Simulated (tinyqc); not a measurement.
Internal photoemission over an interface barrier: two steps of the calculation.

Electrons are excited from the valence band of a semiconductor over the barrier Phi(F) = P0 - sqrt(q F/(4 pi eps0 ei)), whose top lies at xm = sqrt(q/(16 pi eps0 ei F)). The yield is Y = A (hv - Phi)^p exp(-xm/l), with A = 1 here.

Inputs (values chosen for the exercise); dielectric values close to those of silicon nitride: barrier at zero field P0 = 3.07 eV; image-force permittivity ei = 3.82; scattering length in the image well l = 2.3 nm; field in the dielectric F = 1.6 MV/cm.

Constants: q = 1.602176634e-19 C, h = 6.62607015e-34 J s, c = 299792458 m/s, eps0 = 8.8541878128e-14 F/cm where lengths are in cm. Results are converted to the units shown.

Task 1. Barrier in the field. Lowering P0 - Phi, barrier, position of its top, scattering factor and threshold wavelength.

Find: lowering; Phi; xm; exp(-xm/l); threshold wavelength h c/(q Phi).

Result 1.

lowering = 245.59 meV
Phi = 2.8244 eV
xm = 0.76746 nm
exp(-xm/l) = 0.71629
threshold wavelength h c/(q Phi) = 438.97 nm

Task 2. Threshold from a spectrum. The yields were made at this field. Fit Y^(1/n) on hv by least squares for n = 2 and n = 3; the zero of the line is the threshold.

```
point  hv (eV)        Y
0         2.97  0.00221
1          3.1  0.01499
2         3.23  0.04779
3         3.36     0.11
4         3.49   0.2112
5         3.62   0.3607
```

Give: Y^(1/2); Y^(1/3); threshold for n = 2; threshold for n = 3.

Result 2.

```
point   Y^(1/2)  Y^(1/3)
0      0.047011  0.13026
1       0.12243  0.24657
2       0.21861  0.36289
3       0.33166  0.47914
4       0.45957  0.59552
5       0.60058  0.71184
```

threshold for n = 2 = 2.9482 eV
threshold for n = 3 = 2.8244 eV

Numbers from tinyqc (`OMP_NUM_THREADS=1 python tinyqc.py 2410037 2410038 out.jsonl`; about 0.01 s on one thread of a shared Intel Xeon 2.30GHz).
